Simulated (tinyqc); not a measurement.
Coherent potential approximation for a binary alloy with a semi-elliptic band, step by step. Values are carried at full precision from step to step, so a last printed digit may differ when a step is redone from the rounded ones.

Site levels eA = -x d (share 1 - x) and eB = (1 - x) d (share x), so that their mean, the virtual crystal, is 0. Pure band: G0(z) = 2 (z - sqrt(z - W) sqrt(z + W))/W^2 with principal roots, density -Im G/pi per site. The medium has a self-energy S(z), G = G0(z - S), z = E + i eta. t_i = (e_i - S)/(1 - (e_i - S) G); the CPA demands <t> = (1 - x) tA + x tB = 0. Iteration: start at S = 0, set S(new) = S + <t>/(1 + <t> G), stop when |<t>| < 1e-9 eV.

Constants: hbar = 6.58211957e-16 eV s.

Parameters, chosen for this exercise: W = 4.4 eV (half width of the pure band); x = 0.38 (fraction of B); d = 6.89 eV (eB - eA); eta = 0.088 eV (broadening); E = 3.32 eV (energy).

## First step: the average t-matrix

With S = 0 form G, tA, tB, <t> and the new S.

eA, eB (eV): [-2.6182, 4.2718]

G = 0.33253-0.28952i 1/eV

tA, tB (eV): [-1.2022-0.4872i, -1.0527-3.0960i]

<t> = -1.1454-1.4785i eV
S after one step = 0.2867-7.4989i eV

## The self-consistent medium

Iterate.

Iterations:
```
i              S (eV)           G (1/eV)  |<t>| (eV)
0             0.00000   0.33253-0.28952i        1.87
1    0.28668-7.49890i   0.03847-0.10969i        14.4
2    6.43159-2.68924i  -0.12643-0.18599i        3.94
3    4.13178-1.79214i  -0.05050-0.29405i       0.909
4    3.60093-2.84783i  -0.01290-0.24262i       0.615
5    4.21983-3.08102i  -0.03814-0.22774i       0.363
6    4.27482-2.74886i  -0.04456-0.24144i       0.166
7    4.11041-2.74434i  -0.03710-0.24363i      0.0814
...               ...                ...         ...
30   4.14621-2.80487i  -0.03806-0.24048i    1.18e-08
31   4.14621-2.80487i  -0.03806-0.24048i    5.96e-09
32   4.14621-2.80487i  -0.03806-0.24048i    3.00e-09
33   4.14621-2.80487i  -0.03806-0.24048i    1.51e-09
34   4.14621-2.80487i  -0.03806-0.24048i    7.62e-10
```

S = 4.14621-2.80487i eV
G = -0.03806-0.24048i 1/eV

Converged at i = 34. The first step gave 0.2867-7.4989i eV.

## Densities on A and B, and the lifetime

G_i = G/(1 - (e_i - S) G); densities -Im G_i/pi; their weighted sum must be -Im G/pi. Lifetime hbar/(2 |Im S|), which has a meaning only while |Im S| is small against W. Weak-scattering value of S: x (1 - x) d^2 G.

densities (1/eV): on A 0.0102, on B 0.1848, weighted sum 0.0765, medium 0.0765

lifetime = 0.117 fs
weak-scattering S = -0.4256-2.6896i eV

A B site carries the larger density here, by a factor 18.11; the weak-scattering value is 91 % from S.

## Checks

- Weighted sum of the partial densities against the density of the medium: both 0.076546.

Program tinyqc; command `OMP_NUM_THREADS=1 python tinyqc.py 1451229 1451230 out.jsonl`; about 0.01 s on one thread of a shared Intel(R) Xeon(R) Processor @ 2.30GHz.
